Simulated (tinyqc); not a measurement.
Changing the width sigma_m of the model charge: correction of a charged-defect supercell by a model charge and potential alignment (plane-averaged potentials). Computed by tinyqc, a small Python program. Command: `OMP_NUM_THREADS=1 python tinyqc.py 3112481 3112482 out.jsonl align sweep`. One thread of a shared host (Intel(R) Xeon(R) Processor @ 2.30GHz), about 0.02 s of CPU time with the checks.

The "true" defect charge is (1 - x) q in a Gaussian of width sigma plus x q in one of width sigma_t, so the exact answer is known; the correction sees only a single model Gaussian of width sigma_m. A Gaussian of width s has the transform rho(G) = exp(-G^2 s^2/2), normalised to 1. A uniform background cancels q, so G = 0 is left out. Potentials are those felt by a unit positive charge. E_0 is the formation energy of the isolated defect, E_cell its value in the supercell, E_lat = E_iso - E_per of the model charge, C the true less the model potential far from the defect; the exact correction is E_0 - E_cell, and the error of a scheme is E_cell plus its correction less E_0.

Inputs (values chosen for the exercise, with screening close to that of SiO2): defect charge q = -3 e; dielectric constant eps = 3.87; edge of the cubic cell L = 18.6 angstrom; width sigma of the true defect charge = 1.4 angstrom; share x of the charge in a wide tail = 0.24; width sigma_t of the tail = 2.2 angstrom; formation energy of the isolated defect E_0 = 3.87 eV.

Constants: e^2/(4 pi eps_0) = 14.39964548 eV angstrom.

Method:
- Periodic energy E_per = (2 pi q^2/(eps L^3)) (e^2/(4 pi eps_0)) sum_(G != 0) rho(G)^2/G^2, G = (2 pi/L)(n1, n2, n3), |n_i| <= 16. Isolated energy: two Gaussians of charges q_a, q_b and widths a, b interact by q_a q_b (e^2/(4 pi eps_0 eps)) sqrt(2/pi)/sqrt(a^2 + b^2), and the self-energy is half the sum over pairs.
- Supercell value E_cell = E_0 + E_per - E_iso for the true charge.
- E_lat = E_iso - E_per for the model charge; point-charge value alpha q^2 e^2/(4 pi eps_0 eps 2 L) with alpha = 2.837297.
- Plane-averaged potential at distance z from the defect: V(z) = (4 pi q/(eps L^3)) (e^2/(4 pi eps_0 e)) sum_(m != 0) rho(G_m) cos(G_m z)/G_m^2, G_m = 2 pi m/L, |m| <= 40.
- C = difference at z = L/2; E_corr = E_cell + E_lat - q C. For charges that have died out at L/2, C = (2 pi q/(eps L^3)) (e^2/(4 pi eps_0 e)) (<s^2> - sigma_m^2), <s^2> = (1 - x) sigma^2 + x sigma_t^2.

One run for each value; columns: (1) width sigma_m of the model charge (angstrom); (2) E_lat (eV); (3) alignment C (V); (4) error without alignment (meV); (5) error with alignment (rounded to 1e-4 meV) (meV):
```
(1)      (2)        (3)      (4)     (5)
0.93  2.5259  -0.019469   58.409  0.0033
1.10  2.5146  -0.015707   47.125  0.0033
1.20  2.5071  -0.013200   39.604  0.0033
1.30  2.4989  -0.010475   31.430  0.0033
1.40  2.4901  -0.007533   22.601  0.0033
1.60  2.4704  -0.000993    2.982  0.0033
1.70  2.4596   0.002604   -7.808  0.0033
1.80  2.4482   0.006419  -19.253  0.0032
```

Over the rows, E_lat (eV) falls from 2.53 to 2.45 (exponent d ln y / d ln x -0.027 between the first rows and -0.082 between the last); alignment C (V) rises from -0.0195 to 0.00642; error without alignment (meV) falls from 58.4 to -19.3. E_lat and q C each change with the model width, by 78 and 78 meV over the rows, while the aligned error changes by 0.0 meV.
